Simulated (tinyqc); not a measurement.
Velocity overshoot from momentum and energy balance equations after a field step: one step, computed by the program tinyqc. Command: `OMP_NUM_THREADS=1 python tinyqc.py 3007327 3007328 out.jsonl overshoot walk`. One thread of a shared host (Intel(R) Xeon(R) Processor @ 2.30GHz), about 0.02 s of CPU time with the checks.

At t = 0 the field jumps from 0 to F in a uniform sample. v is the drift velocity and u = w - (3/2) k_B T the excess energy per carrier.

Question. First four steps. dv/dt = e F/m - v/tau_m(u), du/dt = e F v - u/tau_E, tau_m(u) = tau_0/(1 + c u), tau_0 = m mu_0/e, c = mu_0/(e tau_E v_s^2); this choice gives the steady state v (1 + mu_0 F v/v_s^2) = mu_0 F, which saturates at v_s. Step: v_new = (v + dt e F/m)/(1 + dt/tau_m(u)), u_new = (u + dt e F v_new)/(1 + dt/tau_E). Start v = u = 0; the distance adds dt (v + v_new)/2.

Inputs (values chosen for the exercise, modelled on holes in silicon except for tau_E):

| quantity | value | unit |
|---|---|---|
| energy relaxation time tau_E | 0.19 | ps |
| field after the step F | 180 | kV/cm |
| lattice temperature T | 300 | K |
| time step dt | 0.92 | fs |

Scheme: implicit in the damping.

c = 27.98229 1/eV

tau_0 = 97.22427 fs

acceleration e F/m = 0.08331253 1e7 cm/s per fs

Give: Steps.

Answer.

Steps:

| step | t (fs) | v (1e7 cm/s) | u (eV) | tau_m (fs) |
|---|---|---|---|---|
| 1 | 0.92 | 0.0759 | 0.000125 | 96.89 |
| 2 | 1.84 | 0.1511 | 0.000374 | 96.22 |
| 3 | 2.76 | 0.2256 | 0.000744 | 95.24 |
| 4 | 3.68 | 0.2994 | 0.001233 | 93.98 |
